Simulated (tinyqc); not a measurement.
Changing the cluster binding energy E_b: dopants and charged point defects at anneal temperature: Fermi-level effect, clustering and pairing. Computed by tinyqc, a small Python program. Command: `OMP_NUM_THREADS=1 python tinyqc.py 3031085 3031086 out.jsonl pairing sweep`. One thread of a shared host (Intel(R) Xeon(R) Processor @ 2.30GHz), about 0.04 s of CPU time with the checks.

Boltzmann statistics and full ionisation of active dopants. Energies are counted from the valence band; the defect (a vacancy or self-interstitial) has five charge states, with all degeneracy factors one.

Inputs (values chosen for the exercise, with bands modelled on 4H-SiC):
```
quantity                                         value    unit
gap at 0 K E_g0                                   3.24      eV
Varshni alpha                                 0.000334    eV/K
Varshni beta                                       716       K
electron mass m_e                                0.405     m_0
valleys M_c                                          3       -
hole mass m_h                                     2.01     m_0
anneal temperature T                              1460       K
total dopant density N                         5.4e+19   cm^-3
formation enthalpy of the neutral defect H_f      4.65      eV
formation entropy S_f                              2.5     k_B
site density N_s                               2.9e+22   cm^-3
intrinsic dopant diffusivity D_i               1.1e-17  cm^2/s
anneal time t                                       20       s
dopant atoms per cluster k                           4       -
```

Dopant: donor. Second part: clustering of the dopant.

defect levels as fractions of E_g(T): (2+/+), (+/0), (0/-), (-/2-): 0.12  0.23  0.62  0.89

Constants: m_0 = 9.1093837015e-31 kg; k_B = 1.380649e-23 J/K; h = 6.62607015e-34 J s; k_B = 8.617333262e-05 eV/K.

Method:
- E_g = E_g0 - alpha T^2/(T + beta).
- N_c = 2 M_c (2 pi m_e k_B T/h^2)^(3/2) and N_v = 2 (2 pi m_h k_B T/h^2)^(3/2), masses in units of m_0.
- n_i = sqrt(N_c N_v) exp(-E_g/2 k_B T); E_i = E_g/2 + (k_B T/2) ln(N_v/N_c).
- n = A/2 + sqrt(A^2/4 + n_i^2) for an active density A.
- k ionised dopants and k carriers form one neutral cluster: C = N_s (A/N_s)^k (n/N_b)^k exp(E_b/k_B T), N_b the effective density of states of the majority band, and N = A + k C (60 bisections in ln A between ln N - 90 and ln N).
- chi = n/n_i (for acceptors n_i/p); E_F = E_i + k_B T ln chi; field enhancement h = 1 + A/sqrt(A^2 + 4 n_i^2).
- C_0 = N_s exp(S_f/k_B) exp(-H_f/k_B T). Ratios to the neutral state at E_F = E_i: r_+ = exp((E(+/0) - E_i)/k_B T), r_2+ = r_+ exp((E(2+/+) - E_i)/k_B T), r_- = exp((E_i - E(0/-))/k_B T), r_2- = r_- exp((E_i - E(-/2-))/k_B T); at other E_F state q scales as chi^(-q). The enhancement is sum r_q chi^(-q)/sum r_q. The charge on the defects is left out of neutrality.
- If every charge state of the defect carries the dopant equally well, D = D_i x enhancement x h x (active share A/N, a rough stand-in that overstates the dA/dN which immobile clusters call for), D_i being an input held fixed when T or H_f is moved; diffusion length 2 sqrt(D t).

One run for each value:
```
cluster binding energy E_b (eV)  active density A (cm^-3)  active share      D/D_i
1.86                                            5.398e+19        0.9997  1.319e+04
2.45                                            5.255e+19        0.9731  1.224e+04
3.04                                            3.912e+19        0.7244  5.461e+03
3.62                                            2.400e+19        0.4444  1.495e+03
4.21                                            1.385e+19        0.2565  3.729e+02
4.80                                            7.841e+18        0.1452  9.588e+01
5.38                                            4.446e+18        0.0823  2.657e+01
5.97                                            2.486e+18        0.0460  7.563e+00
```

Over the rows, active density A (cm^-3) falls from 5.40e19 to 2.49e18 (exponent d ln y / d ln x -0.098 between the first rows and -5.6 between the last); active share falls from 1.000 to 0.0460 (exponent d ln y / d ln x -0.098 between the first rows and -5.6 between the last); D/D_i falls from 13200 to 7.56 (exponent d ln y / d ln x -0.27 between the first rows and -12 between the last).

Caution (rows 1.86, 2.45, 3.04, 3.62, 4.21): so large an enhancement assumes that highly charged defects carry the dopant as well as neutral ones; measured enhancements are far smaller.
